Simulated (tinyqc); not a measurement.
From results back to parameters: band edges of strained Si(1-x)Ge(x) on relaxed Si(1-y)Ge(y). Three cases, with inputs chosen for the exercise.

Problem. A layer on a (001) buffer has its Delta valleys split into the four in the plane and the two along z: E(Delta4) - E(Delta2) = XuD (e_par - e_perp), e_perp = -2 (C12/C11) e_par, e_par = (a(y) - a(x))/a(x). The splitting is given; find the strain and the Ge fraction y of the buffer.

Values are linear in the Ge fraction but for ED(x) = linear - CD x (1 - x) and a(x) = linear - Ca x (1 - x). Energies are on the common scale of Ev.

Find: e_par; a(y); y.

Method. e_par = splitting/(XuD (1 + 2 C12/C11)) with the values at x; a(y) = a(x)(1 + e_par); a(y) rises steadily with y, so one root lies in the range.

Case 1.

Values chosen (end members near Si and Ge, in this order; shifted at random, so the results belong to these values and not to a real crystal): a = (5.425, 5.659) angstrom (lattice constant); Ca = 0 angstrom (bowing of the lattice constant); XuD = (9.33, 9.76) eV (uniaxial potential, Delta); C11 = (165.6, 130.3) GPa; C12 = (63.1, 48.9) GPa; x = 0.52 (Ge fraction of the layer).

E(Delta4) - E(Delta2) = -0.368190 eV

Solution.

e_par = -0.02194
a(y) = 5.4250 angstrom
y = 0

Case 2.

Values chosen (end members near Si and Ge, in this order; shifted at random, so the results belong to these values and not to a real crystal): a = (5.428, 5.653) angstrom (lattice constant); Ca = 0.027 angstrom (bowing of the lattice constant); XuD = (9.17, 9.72) eV (uniaxial potential, Delta); C11 = (166.3, 128.8) GPa; C12 = (63.5, 47.8) GPa; x = 0 (Ge fraction of the layer).

E(Delta4) - E(Delta2) = 0.071952 eV

Solution.

e_par = 0.00445
a(y) = 5.4521 angstrom
y = 0.120

Case 3.

Values chosen (end members near Si and Ge, in this order; shifted at random, so the results belong to these values and not to a real crystal): a = (5.434, 5.659) angstrom (lattice constant); Ca = 0.026 angstrom (bowing of the lattice constant); XuD = (9.34, 9.6) eV (uniaxial potential, Delta); C11 = (165.2, 127.4) GPa; C12 = (63.2, 48) GPa; x = 1 (Ge fraction of the layer).

E(Delta4) - E(Delta2) = -0.181829 eV

Solution.

e_par = -0.01080
a(y) = 5.5979 angstrom
y = 0.750

Computed by tinyqc, one run a case: `OMP_NUM_THREADS=1 python tinyqc.py N N+1 out.jsonl` with N = 1081567, 1081585, 1081593; one thread of a shared Intel(R) Xeon(R) Processor @ 2.30GHz, about 0.02 s a run at most.
